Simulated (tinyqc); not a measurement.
Hueckel theory of the pi electrons, for the molecule C=C1C=CC=CC=C1 (SMILES; centres numbered as the heavy atoms are written), step by step. Computed by tinyqc, a small Python program that keeps every step. Settings: charge = 0. Command: `OMP_NUM_THREADS=1 python tinyqc.py 28559 28560 out.jsonl` (the two numbers bound the seeds that draw the settings). One thread of a shared host (Intel(R) Xeon(R) Processor @ 2.60GHz), about 0.01 s of CPU time with the checks.

## The Hueckel matrix

Centres:
```
centre,"z_r, pi electrons of the neutral centre",h
1C,1,0.000000
2C,1,0.000000
3C,1,0.000000
4C,1,0.000000
5C,1,0.000000
6C,1,0.000000
7C,1,0.000000
8C,1,0.000000
```

Bonds:
```
i,j,k
1,2,1
2,3,1
3,4,1
4,5,1
5,6,1
6,7,1
7,8,1
8,2,1
```

H_rr = alpha + h_r beta, H_rs = k_rs beta for bonded centres.

Hueckel matrix in units of beta (H = alpha + beta A):
```
,1C,2C,3C,4C,5C,6C,7C,8C
1C,0.000000,1.000000,0.000000,0.000000,0.000000,0.000000,0.000000,0.000000
2C,1.000000,0.000000,1.000000,0.000000,0.000000,0.000000,0.000000,1.000000
3C,0.000000,1.000000,0.000000,1.000000,0.000000,0.000000,0.000000,0.000000
4C,0.000000,0.000000,1.000000,0.000000,1.000000,0.000000,0.000000,0.000000
5C,0.000000,0.000000,0.000000,1.000000,0.000000,1.000000,0.000000,0.000000
6C,0.000000,0.000000,0.000000,0.000000,1.000000,0.000000,1.000000,0.000000
7C,0.000000,0.000000,0.000000,0.000000,0.000000,1.000000,0.000000,1.000000
8C,0.000000,1.000000,0.000000,0.000000,0.000000,0.000000,1.000000,0.000000
```

## Orbitals

pi electrons, sum of z_r less the charge = 8

Diagonalise; E = alpha + x beta with beta < 0, so the largest x are filled first; degenerate levels share their electrons. P = sum n_i c_ri c_si; each orbital has its largest coefficient positive (the first on a tie).

x values: 2.091184  1.442720  1.246980  0.216294  -0.445042  -0.776378  -1.801938  -1.973820

occupations: 2.000000  2.000000  2.000000  2.000000  0.000000  0.000000  0.000000  0.000000

coefficients:
```
,MO1,MO2,MO3,MO4,MO5,MO6,MO7,MO8
1C,0.231583,-0.332882,0.000000,0.700610,0.000000,0.502361,0.000000,-0.303871
2C,0.484283,-0.480255,0.000000,0.151538,0.000000,-0.390022,0.000000,0.599786
3C,0.390571,-0.179996,0.417907,-0.333917,0.521121,-0.099778,0.231921,-0.440000
4C,0.332472,0.220571,0.521121,-0.223762,-0.231921,0.467488,-0.417907,0.268694
5C,0.304690,0.498219,0.231921,0.285518,-0.417907,-0.263169,0.521121,-0.090353
6C,0.304690,0.498219,-0.231921,0.285518,0.417907,-0.263169,-0.521121,-0.090353
7C,0.332472,0.220571,-0.521121,-0.223762,0.231921,0.467488,0.417907,0.268694
8C,0.390571,-0.179996,-0.417907,-0.333917,-0.521121,-0.099778,-0.231921,-0.440000
```

charge and bond-order matrix P:
```
,1C,2C,3C,4C,5C,6C,7C,8C
1C,1.310592,0.756379,-0.167157,-0.306399,0.209500,0.209500,-0.306399,-0.167157
2C,0.756379,0.976279,0.449980,0.042344,-0.096898,-0.096898,0.042344,0.449980
3C,-0.167157,0.449980,0.942181,0.765300,0.061815,-0.325870,-0.105819,0.243598
4C,-0.306399,0.042344,0.765300,0.961652,0.536328,0.052894,-0.124616,-0.105819
5C,0.209500,-0.096898,0.061815,0.536328,0.952731,0.737583,0.052894,-0.325870
6C,0.209500,-0.096898,-0.325870,0.052894,0.737583,0.952731,0.536328,0.061815
7C,-0.306399,0.042344,-0.105819,-0.124616,0.052894,0.536328,0.961652,0.765300
8C,-0.167157,0.449980,0.243598,-0.105819,-0.325870,0.061815,0.765300,0.942181
```

## Energy, charges, bond orders

E = sum n x; q_r = z_r - P_rr; bond order p = P_rs; free valence = sqrt(3) - sum of p over the bonds of the atom.

pi energy = 8 alpha + this times beta = 9.994355

pi charges: 1C -0.310592, 2C 0.023721, 3C 0.057819, 4C 0.038348, 5C 0.047269, 6C 0.047269, 7C 0.038348, 8C 0.057819

Bond orders and lengths from R = 1.517 - 0.180 p (angstrom, C-C alone):
```
bond,p,R
1-2,0.756379,1.380852
2-3,0.449980,1.436004
3-4,0.765300,1.379246
4-5,0.536328,1.420461
5-6,0.737583,1.384235
6-7,0.536328,1.420461
7-8,0.765300,1.379246
8-2,0.449980,1.436004
```

free valence of the carbons: 1C 0.975672, 2C 0.075712, 3C 0.516771, 4C 0.430423, 5C 0.458140, 6C 0.458140, 7C 0.430423, 8C 0.516771

gap between the highest filled and the next level = 0.661336 |beta|
